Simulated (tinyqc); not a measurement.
Alloy A(1-x)B(x) by interpolation with bowing, step by step. Values are carried at full precision from step to step, so a last printed digit may differ when a step is redone from the rounded ones.

Each gap follows E(x) = (1 - x) E_A + x E_B - C x (1 - x); the lattice constant follows Vegard, a(x) = (1 - x) a_A + x a_B.

Constants: hc = 1239.841984 eV nm; kB = 8.617333262e-05 eV/K.

Parameters, chosen for this exercise (A near GaP, B near InP; the results hold for these values, not for the real material):

| symbol | value | unit | meaning |
|---|---|---|---|
| a | (5.448, 5.863) | angstrom | lattice constant of A, B |
| x | 0.8 |  | fraction of B |
| Eg | (2.872, 1.407) | eV | gap at Gamma to the s-like level of A, B |
| EgX | (2.357, 2.392) | eV | gap to the lowest valley along Gamma-X of A, B |
| EgL | (2.737, 1.993) | eV | gap to L of A, B |
| C | (0.628, 0.232, 0.988) | eV | bowing of the Gamma, X and L gaps |
| Dso | (0.079, 0.107) | eV | spin-orbit splitting of A, B |
| Ep | (31, 20.9) | eV | Kane energy of A, B |
| me | (0.1291, 0.0788) | m0 | electron mass at Gamma of A, B |
| Cs | 0 | eV | bowing of Dso |
| md | (0.0833, 0.99, 0.66) | m0 | density-of-states masses of Gamma, all X and all L valleys |
| T | 77 | K | temperature |

## Gaps and lattice constant at x

Also give the wavelength hc/E of the lowest gap.

a(x) = 5.7800 angstrom

linear parts (eV): Gamma 1.7000, X 2.3850, L 2.1418

bowing terms C x (1 - x) (eV): Gamma 0.1005, X 0.0371, L 0.1581

gaps (eV): Gamma 1.5995, X 2.3479, L 1.9837

wavelength of the lowest gap = 775.1 nm

The lowest valley is Gamma, so the gap is direct; the next, L, lies 384 meV higher.

## Where the valleys cross

The difference of two gaps is a quadratic q2 x^2 + q1 x + q0 with q2 = C_i - C_j, q1 = (E_B - E_A - C)_i - (E_B - E_A - C)_j, q0 = E_A,i - E_A,j; give its roots between 0 and 1 (a dash: none).

Crossings:

| pair | q2 | q1 | q0 | first root | second root |
|---|---|---|---|---|---|
| Gamma-X | 0.396 | -1.896 | 0.515 | 0.2891 | - |
| Gamma-L | -0.360 | -0.361 | 0.135 | 0.2901 | - |
| X-L | -0.756 | 1.535 | -0.380 | 0.2886 | - |

The lowest valley changes at x = 0.289 (X to L, gap 2.319 eV) and x = 0.290 (L to Gamma, gap 2.318 eV). The middle valley is lowest only in a narrow window, which small changes of the inputs would close. The other crossings lie above the lowest valley.

## Electron mass of the alloy

Mass at Gamma from the Kane formula 1/m = F + Ep (Eg + 2 Dso/3)/(Eg (Eg + Dso)). F is fixed by the masses of A and B and interpolated linearly, as is Ep; Eg and Dso carry their bowing.

Compare with the linear interpolation of the masses.

F of A, B: -2.9516  -1.8140

Ep, Eg, Dso at x (eV): 22.9200  1.5995  0.1014

m(x) from the Kane formula = 0.0833 m0
m(x) linear = 0.0889 m0

The Kane value lies 6.2 % below the linear one.

## Shares of the electrons in the valleys

Non-degenerate: n_i proportional to md_i^(3/2) exp(-E_i/kT).

md^(3/2): Gamma 0.0240, X 0.9850, L 0.5362

(E - E_min)/kT: Gamma 0.00, X 112.78, L 57.90

shares: Gamma 1.000, X 0.000, L 0.000

Gamma holds most electrons (100.0 %).

## Checks

- The Gamma and X gaps at their crossing x = 0.2891 (eV): both 2.3194.
- The Gamma and L gaps at their crossing x = 0.2901 (eV): both 2.3177.
- The X and L gaps at their crossing x = 0.2886 (eV): both 2.3195.

(tinyqc, `OMP_NUM_THREADS=1 python tinyqc.py 1080488 1080489 out.jsonl`, Intel(R) Xeon(R) Processor @ 2.30GHz, 1 thread, shared host, about 0.01 s.)
